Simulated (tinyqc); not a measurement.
What each parameter does: shallow acceptor in the spherical four-band model.

Units Ry* = Ry/(g1 eps^2) and a* = a0 eps g1; mu = (6 g3 + 4 g2)/(5 g1) is the spherical heavy-light coupling and delta = (g3 - g2)/g1 the cubic term, which is left out.

The ground state 1S3/2 has an L = 0 part f(r) and an L = 2 part g(r). In units of Ry* and a*, with Gaussians f_i = exp(-a_i r^2), g_i = r^2 exp(-a_i r^2), A = a_i + a_j and I(n) = Gamma((n + 1)/2)/(2 A^((n + 1)/2)): S_ff = I(2), S_gg = I(6), H_ff = (6 a_i a_j/A) I(2) - 2 I(1), H_gg = (14 a_i a_j/A) I(6) - 2 I(5), H_fg = -mu [15 I(2) - 20 a_j I(4) + 4 a_j^2 I(6)]; each function is then normalised. The split-off band is left out.

Converged values use 22 exponents 2.2^i, i = -7 to 14, for f and for g.
Constants: Ry = 13.60569312 eV; a0 (Bohr radius) = 0.5291772105 angstrom.

Inputs chosen for the exercise (near those of a shallow acceptor in Si, where the small spin-orbit splitting and strong warping make this model rough; not measured data):
- g1 = 4.29 (Luttinger gamma1)
- g2 = 0.34 (gamma2)
- g3 = 1.45 (gamma3)
- eps = 11.2 (dielectric constant)

Converged values.

One parameter was then changed.

Results before and after:
```
case        mu  Ry* (meV)  binding (meV)  <r> (angstrom)
base     0.469      25.28          31.67            31.5
changed  0.435      25.28          30.59            32.4
```

Which of these changes was made? (a) g1 = 4.63; (b) eps = 12.1; (c) g2 = 0.29; (d) g3 = 1.33.
Answer: (d) g3 = 1.33. Of the candidates, run in turn, only this one gives the changed row.

All candidates:
```
case           mu  Ry* (meV)  binding (meV)  <r> (angstrom)
base        0.469      25.28          31.67            31.5
g1 = 4.63   0.435      23.43          28.31            35.0
g2 = 0.29   0.460      25.28          31.35            31.8
g3 = 1.33   0.435      25.28          30.59            32.4
eps = 12.1  0.469      21.66          27.13            34.0
```

g1 acts twice: it lowers Ry* and it lowers mu.

Computed by tinyqc, a small Python program: `OMP_NUM_THREADS=1 python tinyqc.py 1250633 1250634 out.jsonl` (the numbers bound the seed that draws the inputs); one thread of a shared host (Intel(R) Xeon(R) Processor @ 2.30GHz), about 0.06 s for the whole set of steps.
